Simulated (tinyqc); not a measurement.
Peak gain against injection: optical gain and spontaneous emission in a bulk direct-gap semiconductor.

Parabolic bands, vertical transitions, no excitons. For each hole band j: mr = me mj/(me + mj); joint density of states J_j(E) = (mr/c)^(3/2) sqrt(E - Eg)/(2 pi^2), both spins, c = hbar^2/2m0; averaged matrix element |e.p|^2 = m0 Ep/6; alpha_j(E) = 4 pi^2 alpha_f c Ep J_j/(3 nr E) in 1/angstrom (alpha_f the fine-structure constant, listed as alpha among the constants), times 1e8 for 1/cm.

F_j(eta) = (1/Gamma(j + 1)) integral_0^infinity x^j dx/(1 + exp(x - eta)), which tends to exp(eta) for eta << 0.

Quasi-Fermi levels: n = Nc F_1/2(Fc/kT) and p = Nv F_1/2(Fv/kT), Fc counted up from the conduction edge and Fv down from the valence edge; Nc, Nv from N = 2 (m kB T/(4 pi c))^(3/2) with c = hbar^2/2m0, in 1/angstrom^3; times 1e24 for 1/cm^3, with me and (mhh^(3/2) + mlh^(3/2))^(2/3).

For band j the electron sits at Ee = (E - Eg) mr/me above its edge and the hole at Eh = (E - Eg) mr/mj; fe = 1/(1 + exp((Ee - Fc)/kT)), fh = 1/(1 + exp((Eh - Fv)/kT)); gain g = sum_j alpha_j (fe + fh - 1).

Spontaneous rate: R = integral of (nr E/(hbar c))^2/(pi^2 hbar) sum_j alpha_j fe fh dE, with alpha in 1/cm and (nr E/(hbar c))^2 in 1/cm^2 (1e16 per 1/angstrom^2); B = R/(n p); lifetime n/R.

Constants: hbar^2/2m0 = 3.80998211 eV angstrom^2; fine-structure constant alpha = 0.007297352564; kB = 8.617333262e-05 eV/K; hbar = 6.58211957e-16 eV s; hbar c = 1973.269805 eV angstrom.

Parameters, chosen for this exercise (near those of GaN; the results hold for these values, not for the real material): Eg = 3.382 eV (direct gap); me = 0.2038 m0 (electron mass); mhh = 1.332 m0 (heavy-hole mass); mlh = 0.292 m0 (light-hole mass); Ep = 16.8 eV (Kane energy); nr = 2.56 (refractive index); T = 300 K.

The peak is the largest g over E; a dash marks no gain.

Gain:

| n (1/cm^3) | Fc (eV) | Fv (eV) | peak gain (1/cm) | peak E - Eg (eV) | B (cm^3/s) |
|---|---|---|---|---|---|
| 3.1e+18 | 0.0197 | -0.0670 | - | - | 5.59e-11 |
| 4.9e+18 | 0.0383 | -0.0548 | - | - | 5.25e-11 |
| 7.1e+18 | 0.0560 | -0.0448 | 112 | 0.0039 | 4.89e-11 |
| 1.1e+19 | 0.0814 | -0.0326 | 943 | 0.0186 | 4.38e-11 |
| 1.4e+19 | 0.0980 | -0.0257 | 1624 | 0.0288 | 4.06e-11 |
| 1.8e+19 | 0.1180 | -0.0184 | 2478 | 0.0411 | 3.70e-11 |
| 2.5e+19 | 0.1492 | -0.0084 | 3797 | 0.0595 | 3.22e-11 |

Give the missing row, n (1/cm^3) = 8.6e+18.

Computed row:
```
n (1/cm^3)  Fc (eV)  Fv (eV)  peak gain (1/cm)  peak E - Eg (eV)  B (cm^3/s)
8.6e+18      0.0664  -0.0395               404            0.0097    4.68e-11
```

transparency density (Fc + Fv = 0) = 6.14e+18 1/cm^3

Gain starts at 6.14e+18 1/cm^3, where Fc = -Fv = 0.0487 eV: with Nv/Nc = 18 the electrons must be degenerate before the holes are. The slope of peak gain against n is 1.94e-16 cm^2 between the first two rows with gain and 1.88e-16 between the last two; the peak moves from 0.0039 to 0.0595 eV above the gap as the bands fill, and B falls by a factor 1.73. Line broadening and gap shrinkage are left out.

Program tinyqc; command `OMP_NUM_THREADS=1 python tinyqc.py 1681169 1681170 out.jsonl`; about 0.07 s on one thread of a shared Intel(R) Xeon(R) Processor @ 2.30GHz.
